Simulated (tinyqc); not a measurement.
Deformation potentials from a strained empirical pseudopotential: sweeps and comparisons. A value that a table varies takes the place of the one given here.

Diamond lattice, no spin-orbit coupling. Atomic form factor V(q) = a1 (q^2 - a2)/(a3 exp(a4 q^2) - 1) in rydberg with q in 1/bohr, for the unstrained cell. Under a strain e the reciprocal vectors and k go over into (1 + e)^(-1) G, the atoms sit at +/- tau with tau = (1 + e) a (1,1,1)/8 - zeta a (eyz, ezx, exy)/4, and H(G,G') = c |k + G|^2 delta + (V(q)/det(1 + e)) cos(q.tau), q = G - G', with the term q = 0 left out; c = hbar^2/2m0. The basis is fixed before straining: all G with |k + G|^2 up to 16 (2 pi/a)^2. k is given in units of 2 pi/a of the unstrained cell.

Constants: hbar^2/2m0 = 3.80998211 eV angstrom^2; Ry = 13.60569312 eV; a0 (Bohr radius) = 0.5291772105 angstrom.

Inputs chosen for the exercise (near those of Si; not measured data):
- a = 5.437 angstrom (lattice constant)
- A = (0.539, 2.188, 2.081, 0.489) (a1 (Ry bohr^2), a2 (1/bohr^2), a3, a4 (bohr^2))
- h = 0.001 (size of the test strain)
- kD = 0.82 2 pi/a (position of the Delta minimum)
- a1 = 0.539
- a2 = 2.188
- a3 = 2.081
- a4 = 0.489

## The internal displacement

Xu of L (level 5, the lowest empty one) and d from exy = eyz = ezx = h for several zeta: Xu = [E(L [111]) - E(L [1-1-1])]/((8/3) h), d = (single valence level - pair)/(3 sqrt(3) h). zeta = 0 strains the bonds with the lattice; zeta = 1 keeps all four bond lengths equal to first order.

Results:
```
zeta  Xu (L) (eV)  d (eV)
0.00        11.16    0.56
0.25        11.56   -1.70
0.50        11.97   -3.97
0.60        12.13   -4.87
0.75        12.37   -6.23
1.00        12.78   -8.49
```

From zeta = 0 to 1, d goes from 0.56 to -8.49 eV and Xu (L) from 11.16 to 12.78 eV, both nearly linearly: the displacement is an optical-phonon mode, and d = d(0) - zeta d0/4 gives its deformation potential d0 = 36 eV. Leaving the relaxation out (zeta = 0 for 0.5) moves d by +4.53 eV, which reverses its sign, and Xu (L) by -0.80 eV. Tetragonal strain has no such freedom.

## Size of the test strain

e = diag(-h/2, -h/2, h). Xu = [E(Delta z) - E(Delta x)]/(1.5 h) at fixed kD, b = [E(Z) - E(X, Y)]/(4.5 h); one-sided from +h alone, central from +h and -h.

Results (eV):
```
h       Xu one-sided  Xu central  b one-sided  b central
0.0010         8.033       8.038       -3.262     -3.258
0.0025         8.025       8.038       -3.268     -3.258
0.0050         8.013       8.038       -3.278     -3.258
0.0100         7.988       8.039       -3.299     -3.258
0.0200         7.942       8.043       -3.340     -3.259
0.0300         7.897       8.050       -3.381     -3.260
```

From h = 0.001 to 0.03 the one-sided Xu drifts by -0.135 eV and the central one by +0.012 eV; for b the drifts are -0.119 and -0.002 eV. The central difference cancels the term of second order in the strain, so its error goes as h^2. At h = 0.02 the linear law errs by 1.2 % for the valley splitting and 2.5 % for the valence splitting.

## What each parameter of the potential does

Gaps from the valence top to level 8 at Gamma and level 5 at (kD,0,0) and L, and their deformation potentials [E(+h) - E(-h)]/(3 ln((1 + h)/(1 - h))) for e = +/- h 1, h = 0.002. The row for the lattice constant keeps V(q) without the volume factor, so it is not a strain. Each row changes one parameter from the base and keeps the others.

Results:
```
case                Gamma (eV)  Delta (eV)  L (eV)  potential Gamma (eV)  potential Delta (eV)  potential L (eV)
base                     4.042       1.045   1.951                 -8.72                  2.63             -1.92
a = 5.383 angstrom       4.164       0.750   1.852                 -8.42                  2.93             -1.75
a1 = 0.534               4.001       0.979   1.903                 -8.65                  2.64             -1.91
a2 = 2.21                3.927       1.119   1.947                 -8.79                  2.58             -1.95
a3 = 2.06                4.090       1.139   2.016                 -8.81                  2.63             -1.92
a4 = 0.484               4.136       1.131   2.026                 -8.89                  2.55             -2.00
```

The largest shifts from the base row, up to three for each result and ties (the steps differ in size, so this ranks the rows, not the parameters). Gamma (eV): a +0.121, a2 -0.116, a4 +0.093. Delta (eV): a -0.295, a3 +0.094, a4 +0.086. L (eV): a -0.100, a4 +0.075, a3 +0.065. potential Gamma (eV): a +0.30, a4 -0.17, a3 -0.09. potential Delta (eV): a +0.30, a4 -0.08, a2 -0.05; unchanged at the printed digits by a3. potential L (eV): a +0.17, a4 -0.08, a2 -0.04; unchanged at the printed digits by a3.

Program tinyqc; command `OMP_NUM_THREADS=1 python tinyqc.py 1850627 1850628 out.jsonl`; about 0.2 s on one thread of a shared Intel(R) Xeon(R) Processor @ 2.30GHz.
